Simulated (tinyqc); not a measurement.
Band gaps under pressure and temperature from deformation potentials: one step. Pressures at which the valleys cross. Three cases, with inputs chosen for the exercise.

Task: Two gaps meet at ln(V/V0) = -(E_i - E_j)/(a_i - a_j), with the gaps at T and P = 0; then P = (B0/Bp)(exp(-Bp ln(V/V0)) - 1). A dash marks expansion or a compression beyond ln(V/V0) = -0.3.

Murnaghan: V/V0 = (1 + Bp P/B0)^(-1/Bp), B0 = (C11 + 2 C12)/3. Each gap moves by a ln(V/V0) with its volume potential a, and falls with temperature by aV T^2/(T + bV) (Varshni); the two effects are added. No change of phase is considered.

Case 1.

Values chosen (near those of InAs, the X and L potentials typical of such crystals; not measured data):
- Eg = 0.419 eV (gap at Gamma to the s-like level at 0 K, 0 GPa)
- EgX = 1.449 eV (gap to X at 0 K, 0 GPa)
- EgL = 1.153 eV (gap to L at 0 K, 0 GPa)
- C11 = 83.3 GPa
- C12 = 45 GPa
- Bp = 4.46 (pressure derivative of the bulk modulus)
- aG = -6.02 eV (volume potential of the Gamma gap)
- aX = 1.41 eV (volume potential of the X gap)
- aL = -4.42 eV (volume potential of the L gap)
- aV = (0.286, 0.267, 0.286) meV/K (Varshni alpha of Gamma, X, L)
- bV = (91, 91, 90) K (Varshni beta of Gamma, X, L)
- T = 500 K (temperature)

Case 2.

Values chosen (near those of GaAs, the X and L potentials typical of such crystals; not measured data):
- Eg = 1.547 eV (gap at Gamma to the s-like level at 0 K, 0 GPa)
- EgX = 1.979 eV (gap to X at 0 K, 0 GPa)
- EgL = 1.815 eV (gap to L at 0 K, 0 GPa)
- C11 = 122.2 GPa
- C12 = 55.8 GPa
- Bp = 4.26 (pressure derivative of the bulk modulus)
- aG = -8.46 eV (volume potential of the Gamma gap)
- aX = 1.61 eV (volume potential of the X gap)
- aL = -2.88 eV (volume potential of the L gap)
- aV = (0.566, 0.454, 0.585) meV/K (Varshni alpha of Gamma, X, L)
- bV = (209, 202, 200) K (Varshni beta of Gamma, X, L)
- T = 77 K (temperature)

Case 3.

Values chosen (near those of InAs, the X and L potentials typical of such crystals; not measured data):
- Eg = 0.423 eV (gap at Gamma to the s-like level at 0 K, 0 GPa)
- EgX = 1.413 eV (gap to X at 0 K, 0 GPa)
- EgL = 1.117 eV (gap to L at 0 K, 0 GPa)
- C11 = 83.4 GPa
- C12 = 45 GPa
- Bp = 4.61 (pressure derivative of the bulk modulus)
- aG = -6.1 eV (volume potential of the Gamma gap)
- aX = 1.82 eV (volume potential of the X gap)
- aL = -3.19 eV (volume potential of the L gap)
- aV = (0.265, 0.271, 0.275) meV/K (Varshni alpha of Gamma, X, L)
- bV = (91, 95, 99) K (Varshni beta of Gamma, X, L)
- T = 300 K (temperature)

Give: Crossings.

Result:

Case 1.

Crossings:
```
pair,E_i - E_j (eV),ln(V/V0),P (GPa)
Gamma-X,-1.0380,-0.1397,11.20
Gamma-L,-0.7338,-0.4586,-
L-X,-0.3042,-0.0522,3.39
```

The lowest valley changes at 11.20 GPa (Gamma to X). The real crystal changes phase near 7 GPa, so a crossing above that is not reached.

Case 2.

Crossings:
```
pair,E_i - E_j (eV),ln(V/V0),P (GPa)
Gamma-X,-0.4341,-0.0431,3.69
Gamma-L,-0.2672,-0.0479,4.14
L-X,-0.1669,-0.0372,3.14
```

The lowest valley changes at 3.69 GPa (Gamma to X).

Case 3.

Crossings:
```
pair,E_i - E_j (eV),ln(V/V0),P (GPa)
Gamma-X,-0.9893,-0.1249,9.76
Gamma-L,-0.6930,-0.2381,25.05
L-X,-0.2963,-0.0591,3.93
```

The lowest valley changes at 9.76 GPa (Gamma to X). The real crystal changes phase near 7 GPa, so a crossing above that is not reached.

Computed by tinyqc, one run a case: `OMP_NUM_THREADS=1 python tinyqc.py N N+1 out.jsonl` with N = 1050956, 1050966, 1051197; one thread of a shared Intel(R) Xeon(R) Processor @ 2.30GHz, about 0.01 s a run at most.
